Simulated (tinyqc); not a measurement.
# Charge pumping in an n-channel transistor, step by step

Computed by the program tinyqc: `OMP_NUM_THREADS=1 python tinyqc.py 2030112 2030113 out.jsonl`, one thread of a shared Intel Xeon 2.30GHz, about 0.01 s for the whole run. Printed values are rounded.

The gate is pulsed from accumulation to inversion and back. Energies E are counted from the intrinsic level; Dit(E) = D0 [1 + b (2 E/Eg)^2]. During each edge the traps near the bands emit their carriers, and those between Eh and Ee recombine once a cycle.

Inputs (values chosen for the exercise); band and dielectric values close to those of germanium:
- T = 350 K (temperature)
- Eg = 0.651 eV (band gap)
- Nc = 1.3e19 cm^-3 (conduction-band density of states at 350 K)
- Nv = 7.52e18 cm^-3 (valence-band density of states at 350 K)
- A = 14 um^2 (gate area)
- D0 = 5.2e10 cm^-2 eV^-1 (trap density at midgap)
- b = 0 (rise of the trap density towards the band edges)
- sn = 1.2e-16 cm^2 (cross-section for electrons)
- sp = 1.1e-15 cm^2 (cross-section for holes)
- vth = 1.3e7 cm/s (thermal velocity at 350 K, one nominal value for electrons and holes)
- dV = 0.52 V (Vth - Vfb)
- Va = 2.3 V (pulse height)
- f = 7.5e5 Hz (frequency)
- tr = 200 ns (rise time)
- tf = 33 ns (fall time)

Constants: q = 1.602176634e-19 C, kB = 1.380649e-23 J/K, Vt = kB T/q. Results are converted to the units shown.

Range of the model: The Fermi levels of inversion and accumulation are taken to lie beyond Ee and Eh, the flat tops to fill all traps, and no geometric current is added.

## Emission levels

ni = sqrt(Nc Nv) exp(-Eg/(2 Vt)), Eg in volts; emission times te = (dV/Va) tf and th = (dV/Va) tr; Ee = -Vt ln(vth sn ni te), Eh = +Vt ln(vth sp ni th).

ni = 2.03276e14 cm^-3
te = 7.46087 ns
th = 45.2174 ns
Ee = 0.182369 eV
Eh = -0.0612021 eV

The window covers 37.4 % of the gap.

## Pumped charge and current

Nit = integral of Dit from Eh to Ee = D0 [Ee - Eh + 4 b (Ee^3 - Eh^3)/(3 Eg^2)], Qcp = q A Nit, Icp = f Qcp.

Nit = 1.26657e10 cm^-2
mean Dit = 5.2e10 cm^-2 eV^-1
traps pumped a cycle = 1773.20
Icp = 213.073 pA
